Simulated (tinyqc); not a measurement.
Worked calculation: two-sublattice mean-field magnet: ferrimagnet, compensation points and susceptibility. Computed by tinyqc, a small Python program that keeps every step. Command: `OMP_NUM_THREADS=1 python tinyqc.py 3025144 3025145 out.jsonl ferri walk`. One thread of a shared host (Intel(R) Xeon(R) Processor @ 2.30GHz), about 0.01 s of CPU time with the checks. Intermediate numbers are printed to about 5 digits and carried at full precision; extremes and crossings named in words are read from the listed rows.

A random alloy A(1-x)B(x) with H = -sum over pairs J S_i.S_j. a = <S_A> and b = <S_B> are taken along z, a > 0. Exchange fields: h_A = (1 - x) zJ_AA a + x zJ_AB b, h_B = (1 - x) zJ_AB a + x zJ_BB b; a = S_A B_(S_A)(S_A h_A/(k_B T)) and likewise for b, with the Brillouin function B_S(y) = [(2S + 1)/(2S)] coth[(2S + 1) y/(2S)] - [1/(2S)] coth[y/(2S)].

Inputs (values chosen for the exercise, for a model ferrimagnet):
```
quantity,value,unit
spin S_A,1,-
spin S_B,3.5,-
fraction x of B sites,0.23,-
z J_AA,106,meV
z J_BB,4.4,meV
z J_AB,-15,meV
T over T_c,0.989,-
largest number of steps,40,-
```

Constants: k_B = 8.617333262e-05 eV/K.

## Ordering temperature

Linearised, T (a, b) = M (a, b) with M_ij = S_i (S_i + 1) c_j zJ_ij/(3 k_B), c_A = 1 - x, c_B = x. T_c is the larger eigenvalue, and its eigenvector gives b/a at onset, (T_c - M_AA)/M_AB.

M (K):
```
,A,B
A,631.44,-26.69
B,-703.67,61.65
```

eigenvalues (K): [30.41, 662.69]

T_c = 662.69 K

b/a at onset = -1.1708

T = 655.40 K

The antiferromagnetic A-B coupling raises T_c by 31 K over that of A alone.

## First step

Start from a = S_A, b = -S_B and apply the equations once.

h_A = 93.695 meV

h_B = -15.092 meV

new a = 0.78575

new b = -1.3050

## Self-consistent moments

Repeat from a = S_A, b = -S_B until a and b change by less than 1e-10.

Iteration:
```
step,a,b,largest change
1,1.0000,-3.5000,2.1950e+00
2,0.7858,-1.3050,3.7233e-01
3,0.6587,-0.9326,1.5681e-01
4,0.5790,-0.7758,9.4086e-02
5,0.5237,-0.6818,6.4836e-02
6,0.4826,-0.6169,4.8156e-02
...,...,...,...
35,0.2364,-0.2821,2.6629e-03
36,0.2342,-0.2795,2.5327e-03
37,0.2322,-0.2770,2.4116e-03
38,0.2303,-0.2745,2.2986e-03
39,0.2284,-0.2722,2.1932e-03
40,0.2266,-0.2701,2.0945e-03
```

a = 0.22492

b = -0.26796

last change = 0.0020945

Not converged within the cap: the change shrinks by only 0.955 a step, since near T_c the map has a slope close to 1. The error left is about 0.047.

Reruns converge with largest number of steps = 3000. Reruns still fail with largest number of steps = 80.
